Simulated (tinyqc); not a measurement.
From results back to parameters: propagation of a band-gap error through k.p and effective-mass formulas. Three cases, with inputs chosen for the exercise.

Problem. A calculation returned the electron mass below. With 1/me = 1 + Ep (E + 2 Dso/3)/(E (E + Dso)) and the given Ep and Dso, which gap E did it have, and by what factor is exp(-E/2kT) off against the gap Eg?

Constants: kB = 8.617333262e-05 eV/K.

Case 1.

Values chosen (reference values near those of GaAs, gap at low temperature; shifted at random, so the results belong to these values and not to a real crystal): Eg = 1.53 eV (gap at Gamma to the s-like level); Dso = 0.335 eV (spin-orbit splitting); Ep = 25.9 eV (Kane energy); T = 300 K (temperature).

me = 0.0374544 m0

Case 2.

Values chosen (reference values near those of GaAs, gap at low temperature; shifted at random, so the results belong to these values and not to a real crystal): Eg = 1.545 eV (gap at Gamma to the s-like level); Dso = 0.347 eV (spin-orbit splitting); Ep = 25.9 eV (Kane energy); T = 300 K (temperature).

me = 0.0304606 m0

Case 3.

Values chosen (reference values near those of InP, gap at low temperature; shifted at random, so the results belong to these values and not to a real crystal): Eg = 1.401 eV (gap at Gamma to the s-like level); Dso = 0.109 eV (spin-orbit splitting); Ep = 20.8 eV (Kane energy); T = 300 K (temperature).

me = 0.0384751 m0

Find: X = 1/me - 1; E; log10 of the factor.
Solution. X E^2 + (X Dso - Ep) E - (2/3) Ep Dso = 0 has one positive root; the factor is exp((Eg - E)/2kT).

Case 1.

X = 1/me - 1 = 25.699
E = 0.918 eV
log10 of the factor = 5.14

Case 2.

X = 1/me - 1 = 31.829
E = 0.726 eV
log10 of the factor = 6.88

Case 3.

X = 1/me - 1 = 24.991
E = 0.799 eV
log10 of the factor = 5.06

Computed by tinyqc, one run a case: `OMP_NUM_THREADS=1 python tinyqc.py N N+1 out.jsonl` with N = 1850875, 1850879, 1850896; one thread of a shared Intel(R) Xeon(R) Processor @ 2.30GHz, about 0.01 s a run at most.
